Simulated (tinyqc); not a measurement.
Worked calculation: delta-doped layer in the Thomas-Fermi potential. Values are carried at full precision from step to step, so a last printed digit may differ when a step is redone from the rounded ones.

All donors ionised in the plane z = 0, zero temperature, energies from the Fermi level EF of the Thomas-Fermi model, which lies at the bulk band edge; c = hbar^2/2m0, q = e^2/(4 pi eps0). Layer in a (001) plane: two valleys with m_z = ml, m_d = mt (unprimed) and four with m_z = mt, m_d = sqrt(ml mt) (primed); m3 = (ml mt^2)^(1/3), gv = 6. With n = (gv/3 pi^2)(m3 (-V)/c)^(3/2) and V'' = -(4 pi q/eps) n for z > 0, the solution is V = -b/(|z| + z0)^4 with sqrt(b) = 20/K, K = (4 pi q/eps)(gv/3 pi^2)(m3/c)^(3/2), and z0^5 = 4b/(e F0), e F0 = 2 pi q N/eps; 1e13/cm^2 = 1e-3/angstrom^2. Exchange and correlation are left out.

Constants: hbar^2/2m0 = 3.80998211 eV angstrom^2; e^2/(4 pi eps0) = 14.39964547 eV angstrom.

Parameters, chosen for this exercise (near those of a delta-doped layer in Si; shifted at random, so the results belong to these values and not to a real crystal):
```
symbol  value  unit         meaning
ml      0.934  m0           longitudinal mass
mt      0.194  m0           transverse mass
eps     11.4                dielectric constant
N       14     x 1e13/cm^2  donor sheet density
```

## The Thomas-Fermi well

Give K, b, e F0, z0 and the depth b/z0^4.

K = 0.081092 eV^(-1/2) angstrom^-2
b = 60828 eV angstrom^4
e F0 = 0.11111 eV/angstrom
z0 = 18.54 angstrom
depth = 0.5150 eV

Half of the electrons lie within |z| < (2^(1/5) - 1) z0 = 2.8 angstrom. The mean donor spacing in the plane is 8.5 angstrom, against a Bohr radius 0.529177 eps/m3 = 18.4 angstrom: the orbits overlap many donors, so a smeared sheet is a fair model in the plane. Across the plane the Thomas-Fermi density is more peaked than that of the quantised subbands, the more so the fewer are filled.

## Profile

V = -b/(|z| + z0)^4, n and the share of electrons beyond |z|, (z0/(|z| + z0))^5, at z = 0, 0.1, 0.25, 0.5, 1 and 2 times z0; n = (eps/(4 pi q)) 20 b/(|z| + z0)^6, q = e^2/(4 pi eps0), 1/angstrom^3 = 1e24/cm^3.

Profile:
```
z (angstrom)   V (eV)  n (1e19/cm^3)  share beyond
0.0           -0.5150            189         1.000
1.9           -0.3517            107         0.621
4.6           -0.2109           49.5         0.328
9.3           -0.1017           16.6         0.132
18.5          -0.0322           2.95         0.031
37.1          -0.0064          0.259         0.004
```

## Subbands

Subbands solve -(c/m_z) psi'' + V psi = E psi on 1280 points of spacing z0/80; up to ten levels for each group, kept if bound with an rms width below 2.5 z0.

List the bound levels with their rms width.

Subbands:
```
label  valleys g  m_d (m0)   E (eV)  rms z (angstrom)
0              2    0.1940  -0.2434               4.3
0'             4    0.4257  -0.1445               9.9
1              2    0.1940  -0.0429              14.0
2              2    0.1940  -0.0072              33.0
```

The lowest level lies 53 % of the way up the well, and 0' follows 99 meV higher.

## Filling the subbands

At zero temperature n_i = g m_d (mu - E_i)/(2 pi c) for E_i < mu, c = hbar^2/2m0; find mu from sum n_i = N (1e13/cm^2 = 1e-3/angstrom^2).

mu = -0.0089 eV

n_i in the order of the list (1e13/cm^2): 3.801  9.647  0.552  0.000

3 subbands filled in part, the lowest with 27 % of the electrons. The potential was built for a Fermi level at 0; filling its quantised levels puts mu 1.7 % of the depth below that, which shows how nearly the two pictures agree. The fullest is 0', with 69 %.

## Estimate from a V-shaped well

Near z = 0 the well is -depth + e F0 |z|, whose levels are a (c (e F0)^2/m_z)^(1/3) with a = 1.018793 (even) and 2.338107 (odd); c = hbar^2/2m0, m_z = ml, for the unprimed levels.

levels 0 and 1 (eV): -0.1387  0.3485

Level 0 comes out 105 meV too high, since screening flattens the true well away from the plane, and level 1 lands above the rim at 0.

## Checks

- Integral of the Thomas-Fermi density against N, 1e13/cm^2: both 14.00.
- Lowest level on a finer grid (z0/200), eV: both -0.243.

tinyqc: `OMP_NUM_THREADS=1 python tinyqc.py 1282040 1282041 out.jsonl`; about 0.2 s, one thread, shared Intel(R) Xeon(R) Processor @ 2.30GHz.
